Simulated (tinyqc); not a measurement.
# p-n heterojunction, non-linear Poisson equation by Newton steps, Boltzmann statistics: what changes with what

One dimension, material 1 (p-type) at x < 0 and material 2 (n-type) at x > 0. Band edges: Ec = -psi in material 1 and -psi + dEc in material 2, Ev = Ec - Eg. Flat quasi-Fermi levels: 0 for holes, +V for electrons. n = Nc F((EFn - Ec)/Vt), p = Nv F((Ev - EFp)/Vt), with F(eta) = exp(eta) (Boltzmann statistics); full ionisation, no interface charge, classical densities; the doping types are chosen for the exercise.

Inputs (values chosen for the exercise); band and dielectric values those of a made-up pair: temperature T = 300 K; band gap of material 1 Eg1 = 1.04 eV; relative permittivity of material 1 er1 = 13.2; conduction-band density of states of material 1 Nc1 = 2.15e19 cm^-3; valence-band density of states of material 1 Nv1 = 9.73e18 cm^-3; band gap of material 2 Eg2 = 1.18 eV; relative permittivity of material 2 er2 = 10.1; conduction-band density of states of material 2 Nc2 = 2.54e19 cm^-3; valence-band density of states of material 2 Nv2 = 2.64e19 cm^-3; conduction-band offset Ec2 - Ec1 dEc = -0.09 eV; acceptor density of material 1 N1 = 2.4e17 cm^-3; donor density of material 2 N2 = 1.1e17 cm^-3; bias of side 1 against side 2 V = 0 V.

Constants: q = 1.602176634e-19 C, kB = 1.380649e-23 J/K, Vt = kB T/q, eps0 = 8.8541878128e-14 F/cm where lengths are in cm. Results are converted to the units shown.

Each table varies one quantity; the others keep the values above.

## Effect of the acceptor density of material 1

Exact first integral: on each side D^2/(2 eps0 er) = G, G = q [Vt (nI_j - nI_b) + Vt (pI_j - pI_b) - C (psi_j - psi_b)], with C = -N1 or +N2, b the neutral end of that side, and nI, pI the densities themselves. D is continuous, so er1 G1(psi_j) = er2 G2(psi_j) fixes psi_j. Ends from Nv1 F((-psi_L - Eg1)/Vt) = N1 and Nc2 F((V + psi_R - dEc)/Vt) = N2. D is counted positive when psi rises towards material 2. Depletion (Anderson) capacitance C^2 = q eps0 er1 er2 N1 N2/(2 (er1 N1 + er2 N2)(psi_R - psi_L)). -dD/dV is the change of the displacement at the interface with both quasi-Fermi levels flat; it is the terminal capacitance only while neither side holds an inversion layer. n_j and p_j are densities at the interface.

Results:

| N1 (cm^-3) | psi_R - psi_L (V) | psi_j - psi_L (V) | psi_R - psi_j (V) | D/q (cm^-2) | n_j in 1 (cm^-3) | p_j in 2 (cm^-3) | -dD/dV (nF/cm^2) | depletion C (nF/cm^2) |
|---|---|---|---|---|---|---|---|---|
| 1.2e16 | 0.6362 | 0.5379 | 0.09829 | 2.994e11 | 6.394e13 | 4104 | 40.85 | 39.32 |
| 2.5e16 | 0.6551 | 0.4911 | 0.1640 | 4.120e11 | 5.033e12 | 5.213e4 | 54.66 | 52.48 |
| 1.1e17 | 0.6934 | 0.3040 | 0.3894 | 6.682e11 | 8.229e8 | 3.189e8 | 83.41 | 80.24 |
| 2.2e17 | 0.7114 | 0.2084 | 0.5030 | 7.654e11 | 1.017e7 | 2.579e10 | 92.95 | 89.51 |
| 4.5e17 | 0.7299 | 0.1326 | 0.5973 | 8.377e11 | 2.650e5 | 9.901e11 | 98.84 | 95.37 |
| 9.4e17 | 0.7489 | 0.08216 | 0.6667 | 8.871e11 | 1.805e4 | 1.454e13 | 101.4 | 98.27 |
| 1.9e18 | 0.7671 | 0.05301 | 0.7141 | 9.193e11 | 2892 | 9.074e13 | 101.8 | 99.18 |

Estimate the missing row, N1 = 5.1e16 cm^-3.

Computed row:

| N1 (cm^-3) | psi_R - psi_L (V) | psi_j - psi_L (V) | psi_R - psi_j (V) | D/q (cm^-2) | n_j in 1 (cm^-3) | p_j in 2 (cm^-3) | -dD/dV (nF/cm^2) | depletion C (nF/cm^2) |
|---|---|---|---|---|---|---|---|---|
| 5.1e16 | 0.6736 | 0.4131 | 0.2605 | 5.368e11 | 1.205e11 | 2.177e6 | 69.15 | 66.44 |

With this row back in the table: As N1 goes from 1.2e16 to 1.9e18, the total bending rises from 0.636 to 0.767 V and the sheet charge D/q rises from 2.99e11 to 9.19e11 cm^-2; the share of the bending in material 1 falls from 84.5 to 6.91 %. The capacitance departs most from the depletion formula at N1 = 2.5e16, where it is 4.1 % above it.

## Effect of the donor density of material 2

Same model as above.

Effect of the donor density of material 2:

| N2 (cm^-3) | psi_R - psi_L (V) | psi_j - psi_L (V) | psi_R - psi_j (V) | D/q (cm^-2) | n_j in 1 (cm^-3) | p_j in 2 (cm^-3) | -dD/dV (nF/cm^2) | depletion C (nF/cm^2) |
|---|---|---|---|---|---|---|---|---|
| 5.5e15 | 0.6362 | 0.02698 | 0.6092 | 1.893e11 | 8362 | 3.138e13 | 25.30 | 24.67 |
| 1.3e16 | 0.6584 | 0.04577 | 0.6126 | 2.918e11 | 1.730e4 | 1.517e13 | 37.94 | 36.85 |
| 3e16 | 0.6800 | 0.07962 | 0.6004 | 4.387e11 | 6.406e4 | 4.096e12 | 55.59 | 53.71 |
| 7.2e16 | 0.7026 | 0.1473 | 0.5553 | 6.524e11 | 8.785e5 | 2.987e11 | 80.22 | 77.27 |
| 1.7e17 | 0.7249 | 0.2625 | 0.4624 | 9.102e11 | 7.553e7 | 3.474e9 | 108.3 | 104.4 |
| 4e17 | 0.7470 | 0.4155 | 0.3314 | 1.168e12 | 2.818e10 | 9.312e6 | 134.6 | 129.8 |
| 9.3e17 | 0.7688 | 0.5621 | 0.2067 | 1.370e12 | 8.161e12 | 3.215e4 | 153.1 | 147.8 |
| 2.2e18 | 0.7910 | 0.6732 | 0.1179 | 1.506e12 | 5.995e14 | 437.7 | 162.8 | 157.7 |

What does the comparison show?

As N2 goes from 5.5e15 to 2.2e18, the total bending rises from 0.636 to 0.791 V and the sheet charge D/q rises from 1.89e11 to 1.51e12 cm^-2; the share of the bending in material 1 rises from 4.24 to 85.1 %. The capacitance departs most from the depletion formula at N2 = 7.2e16, where it is 3.8 % above it.

Numbers from tinyqc (`OMP_NUM_THREADS=1 python tinyqc.py 2040116 2040117 out.jsonl`; about 0.03 s on one thread of a shared Intel Xeon 2.30GHz).
